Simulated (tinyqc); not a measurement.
Rate against temperature: collinear exchange A + BC -> AB + C on a London-Eyring-Polanyi-Sato surface: saddle, string of images and rate. Computed by tinyqc, a small Python program. Command: `OMP_NUM_THREADS=1 python tinyqc.py 3110525 3110526 out.jsonl leps walk`. One thread of a shared host (Intel(R) Xeon(R) Processor @ 2.30GHz), about 0.06 s of CPU time with the checks.

x = r(AB), y = r(BC), r(AC) = x + y. V is counted from separated atoms, the barrier from A + BC, that is V + D(BC).

Inputs (values chosen for the exercise, bond data loosely for abstraction of hydrogen from a Ge-H bond by a hydrogen atom; the barrier is not fitted):
```
quantity            value           unit
D(AB)                4.71             eV
r0(AB)              0.742       angstrom
beta(AB)             1.94     1/angstrom
D(BC)                3.69             eV
r0(BC)               1.53       angstrom
beta(BC)             1.45     1/angstrom
D(AC)                3.75             eV
r0(AC)               1.53       angstrom
beta(AC)             1.45     1/angstrom
Sato parameter S      0.2              -
mass of A           1.008              u
mass of B           1.008              u
mass of C            72.6              u
temperature T        1200              K
step of the string   0.01  angstrom^2/eV
```

Constants: nu for 1 eV/(angstrom^2 u) = 15.6333042 THz; h x 1 THz = 4.135667696 meV; k_B = 1.380649e-23 J/K; u = 1.6605390666e-27 kg; k_B = 8.617333262e-05 eV/K.

Method:
- For each pair, with u = exp(-beta (r - r0)): Q = D [(3 + S) u^2 - (2 + 6 S) u]/(4 (1 + S)), J = D [(1 + 3 S) u^2 - (6 + 2 S) u]/(4 (1 + S)); V = Q1 + Q2 + Q3 - sqrt(((J1 - J2)^2 + (J2 - J3)^2 + (J3 - J1)^2)/2).
- String of 9 images between the fixed ends (r0(AB) + 2, r0(BC)) and (r0(AB), r0(BC) + 2), started on the two straight legs through (r0(AB) + 0.3, r0(BC) + 0.3): each iteration moves the inner images by -step x gradient (central differences) and spaces them evenly again along the broken line (coordinates are kept between 0.2 and 8 angstrom); stop when no coordinate changes by more than 1e-5 angstrom, at most 400 iterations.
- From the highest inner image, z -> z - H^-1 g with gradient g and Hessian H by central differences, steps capped at 0.15 angstrom, 12 steps.
- Wilson matrix G = [[1/m_A + 1/m_B, -1/m_B], [-1/m_B, 1/m_B + 1/m_C]]; eigenvalues lambda of G H give nu = 15.6333042 THz x sqrt(|lambda|), the negative one being imaginary. Reactant: nu_BC from k = 2 D beta^2 and 1/m_B + 1/m_C. Skew angle: cos = sqrt(m_A m_C/((m_A + m_B)(m_B + m_C))).
- One-dimensional rate constant without tunnelling, k = sqrt(k_B T/(2 pi mu)) [sinh(h nu_BC/(2 k_B T))/sinh(h nu_s/(2 k_B T))] exp(-barrier/(k_B T)) with mu = m_A (m_B + m_C)/(m_A + m_B + m_C); Wigner factor 1 + (h nu_i/(k_B T))^2/24; adiabatic barrier = barrier + h (nu_s - nu_BC)/2.

nu_BC = 61.7605 THz

real frequency at the saddle = 41.3037 THz

barrier = 0.0679074 eV

imaginary frequency = 24.1790 THz

adiabatic barrier = 0.0256061 eV

Rates; the last column is k_B T^2 d ln k/dT:
```
T (K)    k (cm/s)  Wigner factor  activation energy (eV)
300    2.3497e+04         1.6234                 0.03875
400    3.4935e+04         1.3507                 0.04390
550    5.1002e+04         1.1855                 0.05291
750    7.0981e+04         1.0997                 0.06600
1000   9.4267e+04         1.0561                 0.08208
1400   1.2822e+05         1.0286                 0.10572
2000   1.7281e+05         1.0140                 0.13752
```

What does the comparison show, and why?

The activation energy goes from 0.039 eV at 300 K, near the adiabatic barrier plus k_B T/2 (0.039), to 0.138 eV at 2000 K; the classical limit is the barrier plus k_B T/2 (0.154). Caution: the adiabatic barrier is below k_B T, so the saddle is a poor dividing surface.

Extremes, crossings and ranges named in words are read from the listed rows.
